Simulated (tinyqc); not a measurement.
Worked calculation: MP2 on RHF in the 6-311g basis, for H2, spin multiplicity 1. One step of it, computed by the program tinyqc.

Task: Integrals over molecular orbitals. (pq|rs) = sum C_ip C_jq C_kr C_ls (ij|kl), one index at a time.

coefficients C:
```
            MO1        MO2        MO3        MO4        MO5        MO6
1H 1s  0.175960   0.091265  -0.046559  -0.094736  -1.121658  -1.096266
1H 2s  0.303365   0.018665  -0.762954  -1.525183   1.226636   1.709153
1H 3s  0.144203   1.893624   0.866479   2.020124  -0.481440  -1.117837
2H 1s  0.175960  -0.091265  -0.046559   0.094736  -1.121658   1.096266
2H 2s  0.303365  -0.018665  -0.762954   1.525183   1.226636  -1.709153
2H 3s  0.144203  -1.893624   0.866479  -2.020124  -0.481440   1.117837
```

core Hamiltonian H = T + V (hartree):
```
           1H 1s      1H 2s      1H 3s      2H 1s      2H 2s      2H 3s
1H 1s  -0.423289  -0.945208  -0.636979  -0.462114  -0.623372  -0.520467
1H 2s  -0.945208  -0.999327  -0.819654  -0.623372  -0.809821  -0.723579
1H 3s  -0.636979  -0.819654  -0.789969  -0.520467  -0.723579  -0.732586
2H 1s  -0.462114  -0.623372  -0.520467  -0.423289  -0.945208  -0.636979
2H 2s  -0.623372  -0.809821  -0.723579  -0.945208  -0.999327  -0.819654
2H 3s  -0.520467  -0.723579  -0.732586  -0.636979  -0.819654  -0.789969
```

Two-electron integrals (ij|kl) in chemists' order, unique and non-zero (hartree):
```
(11|11) 1.393035   (21|11) 0.822971   (21|21) 0.509703   (22|11) 0.822904
(22|21) 0.543028   (22|22) 0.644106   (31|11) 0.411256   (31|21) 0.257757
(31|22) 0.279868   (31|31) 0.130794   (32|11) 0.543681   (32|21) 0.365771
(32|22) 0.452669   (32|31) 0.189803   (32|32) 0.325140   (33|11) 0.494021
(33|21) 0.340115   (33|22) 0.445993   (33|31) 0.178035   (33|32) 0.331779
(33|33) 0.361682   (41|11) 0.179317   (41|21) 0.114989   (41|22) 0.128810
(41|31) 0.058701   (41|32) 0.088182   (41|33) 0.083607   (41|41) 0.038709
(42|11) 0.258539   (42|21) 0.175259   (42|22) 0.217522   (42|31) 0.091081
(42|32) 0.155425   (42|33) 0.156230   (42|41) 0.065154   (42|42) 0.129293
(43|11) 0.185591   (43|21) 0.127420   (43|22) 0.163131   (43|31) 0.066542
(43|32) 0.118505   (43|33) 0.122241   (43|41) 0.047800   (43|42) 0.100105
(43|43) 0.079324   (44|11) 0.611707   (44|21) 0.425957   (44|22) 0.558118
(44|31) 0.223468   (44|32) 0.407931   (44|33) 0.422191   (44|41) 0.179317
(44|42) 0.399557   (44|43) 0.318802   (44|44) 1.393035   (51|11) 0.399557
(51|21) 0.249718   (51|22) 0.269848   (51|31) 0.126608   (51|32) 0.182675
(51|33) 0.170940   (51|41) 0.065154   (51|42) 0.102661   (51|43) 0.074858
(51|44) 0.258539   (51|51) 0.129293   (52|11) 0.479607   (52|21) 0.320813
(52|22) 0.391581   (52|31) 0.166119   (52|32) 0.279078   (52|33) 0.280969
(52|41) 0.093285   (52|42) 0.172501   (52|43) 0.132698   (52|44) 0.479607
(52|51) 0.172501   (52|52) 0.273490   (53|11) 0.371519   (53|21) 0.253759
(53|22) 0.325558   (53|31) 0.132415   (53|32) 0.238645   (53|33) 0.252327
(53|41) 0.075885   (53|42) 0.150520   (53|43) 0.119497   (53|44) 0.434563
(53|51) 0.137859   (53|52) 0.236574   (53|53) 0.215630   (54|11) 0.425957
(54|21) 0.294828   (54|22) 0.383872   (54|31) 0.154409   (54|32) 0.280967
(54|33) 0.292809   (54|41) 0.114989   (54|42) 0.249718   (54|43) 0.200021
(54|44) 0.822971   (54|51) 0.175259   (54|52) 0.320813   (54|53) 0.292863
(54|54) 0.509703   (55|11) 0.558118   (55|21) 0.383872   (55|22) 0.499220
(55|31) 0.200783   (55|32) 0.368041   (55|33) 0.391779   (55|41) 0.128810
(55|42) 0.269848   (55|43) 0.217553   (55|44) 0.822904   (55|51) 0.217522
(55|52) 0.391581   (55|53) 0.363894   (55|54) 0.543028   (55|55) 0.644106
(61|11) 0.318802   (61|21) 0.200021   (61|22) 0.217553   (61|31) 0.101529
(61|32) 0.147636   (61|33) 0.138598   (61|41) 0.047800   (61|42) 0.074858
(61|43) 0.054718   (61|44) 0.185591   (61|51) 0.100105   (61|52) 0.132698
(61|53) 0.106059   (61|54) 0.127420   (61|55) 0.163131   (61|61) 0.079324
(62|11) 0.434563   (62|21) 0.292863   (62|22) 0.363894   (62|31) 0.152065
(62|32) 0.261953   (62|33) 0.268311   (62|41) 0.075885   (62|42) 0.137859
(62|43) 0.106059   (62|44) 0.371519   (62|51) 0.150520   (62|52) 0.236574
(62|53) 0.205142   (62|54) 0.253759   (62|55) 0.325558   (62|61) 0.119497
(62|62) 0.215630   (63|11) 0.414146   (63|21) 0.285704   (63|22) 0.376718
(63|31) 0.149673   (63|32) 0.281283   (63|33) 0.309022   (63|41) 0.076069
(63|42) 0.148285   (63|43) 0.117877   (63|44) 0.414146   (63|51) 0.148285
(63|52) 0.253904   (63|53) 0.234126   (63|54) 0.285704   (63|55) 0.376718
(63|61) 0.117877   (63|62) 0.234126   (63|63) 0.276075   (64|11) 0.223468
(64|21) 0.154409   (64|22) 0.200783   (64|31) 0.080833   (64|32) 0.147077
(64|33) 0.153718   (64|41) 0.058701   (64|42) 0.126608   (64|43) 0.101529
(64|44) 0.411256   (64|51) 0.091081   (64|52) 0.166119   (64|53) 0.152065
(64|54) 0.257757   (64|55) 0.279868   (64|61) 0.066542   (64|62) 0.132415
(64|63) 0.149673   (64|64) 0.130794   (65|11) 0.407931   (65|21) 0.280967
(65|22) 0.368041   (65|31) 0.147077   (65|32) 0.273158   (65|33) 0.295463
(65|41) 0.088182   (65|42) 0.182675   (65|43) 0.147636   (65|44) 0.543681
(65|51) 0.155425   (65|52) 0.279078   (65|53) 0.261953   (65|54) 0.365771
(65|55) 0.452669   (65|61) 0.118505   (65|62) 0.238645   (65|63) 0.281283
(65|64) 0.189803   (65|65) 0.325140   (66|11) 0.422191   (66|21) 0.292809
(66|22) 0.391779   (66|31) 0.153718   (66|32) 0.295463   (66|33) 0.331597
(66|41) 0.083607   (66|42) 0.170940   (66|43) 0.138598   (66|44) 0.494021
(66|51) 0.156230   (66|52) 0.280969   (66|53) 0.268311   (66|54) 0.340115
(66|55) 0.445993   (66|61) 0.122241   (66|62) 0.252327   (66|63) 0.309022
(66|64) 0.178035   (66|65) 0.331779   (66|66) 0.361682
```

Give: one-electron integrals over orbitals h = C^T H C; Two-electron integrals over orbitals.

Result:

one-electron integrals over orbitals h = C^T H C (hartree):
```
         1        2        3        4        5        6
1  -1.1736   0.0000   0.1278   0.0000   0.0802   0.0000
2   0.0000  -0.5073   0.0000   0.2084   0.0000   0.0255
3   0.1278   0.0000  -0.3516   0.0000  -0.1577   0.0000
4   0.0000   0.2084   0.0000  -0.2621   0.0000  -0.2164
5   0.0802   0.0000  -0.1577   0.0000   1.4000   0.0000
6   0.0000   0.0255   0.0000  -0.2164   0.0000   1.4179
```

Two-electron integrals over orbitals (pq|rs), unique and non-zero (hartree):
```
(11|11) 0.6112    (21|21) 0.0570    (22|11) 0.3570    (22|22) 0.3050
(31|11) -0.1278   (31|22) -0.0306   (31|31) 0.0546    (32|21) 0.0200
(32|32) 0.0352    (33|11) 0.3609    (33|22) 0.2766    (33|31) -0.0375
(33|33) 0.2818    (41|21) -0.0689   (41|32) -0.0014   (41|41) 0.1028
(42|11) -0.1386   (42|22) -0.0508   (42|31) 0.0433    (42|33) -0.0484
(42|42) 0.0589    (43|21) 0.0384    (43|32) 0.0171    (43|41) -0.0459
(43|43) 0.0326    (44|11) 0.4834    (44|22) 0.3307    (44|31) -0.0822
(44|33) 0.3115    (44|42) -0.1035   (44|44) 0.4206    (51|11) -0.0802
(51|22) -0.0134   (51|31) 0.0457    (51|33) -0.0217   (51|42) 0.0283
(51|44) -0.0568   (51|51) 0.0798    (52|21) -0.0041   (52|32) 0.0042
(52|41) 0.0122    (52|43) -0.0098   (52|52) 0.0137    (53|11) 0.1017
(53|22) 0.0339    (53|31) -0.0380   (53|33) 0.0347    (53|42) -0.0359
(53|44) 0.0711    (53|51) -0.0421   (53|53) 0.0350    (54|21) 0.0141
(54|32) -0.0186   (54|41) -0.0384   (54|43) 0.0146    (54|52) -0.0218
(54|54) 0.0478    (55|11) 0.6182    (55|22) 0.3529    (55|31) -0.1361
(55|33) 0.3607    (55|42) -0.1428   (55|44) 0.4910    (55|51) -0.1225
(55|53) 0.1213    (55|55) 0.6805    (61|21) -0.0289   (61|32) 0.0167
(61|41) 0.0615    (61|43) -0.0299   (61|52) 0.0298    (61|54) -0.0607
(61|61) 0.0864    (62|11) -0.0272   (62|22) 0.0095    (62|31) 0.0225
(62|33) -0.0027   (62|42) 0.0066    (62|44) -0.0137   (62|51) 0.0363
(62|53) -0.0164   (62|55) -0.0482   (62|62) 0.0241    (63|21) 0.0314
(63|32) -0.0033   (63|41) -0.0505   (63|43) 0.0223    (63|52) -0.0117
(63|54) 0.0313    (63|61) -0.0460   (63|63) 0.0325    (64|11) 0.1390
(64|22) 0.0305    (64|31) -0.0604   (64|33) 0.0447    (64|42) -0.0478
(64|44) 0.0922    (64|51) -0.0743   (64|53) 0.0506    (64|55) 0.1763
(64|62) -0.0374   (64|64) 0.0885    (65|21) 0.0947    (65|32) 0.0030
(65|41) -0.1427   (65|43) 0.0722    (65|52) -0.0381   (65|54) 0.0874
(65|61) -0.1305   (65|63) 0.0893    (65|65) 0.2682    (66|11) 0.6441
(66|22) 0.3684    (66|31) -0.1500   (66|33) 0.3672    (66|42) -0.1550
(66|44) 0.5183    (66|51) -0.1531   (66|53) 0.1373    (66|55) 0.7199
(66|62) -0.0564   (66|64) 0.1991    (66|66) 0.7796
```
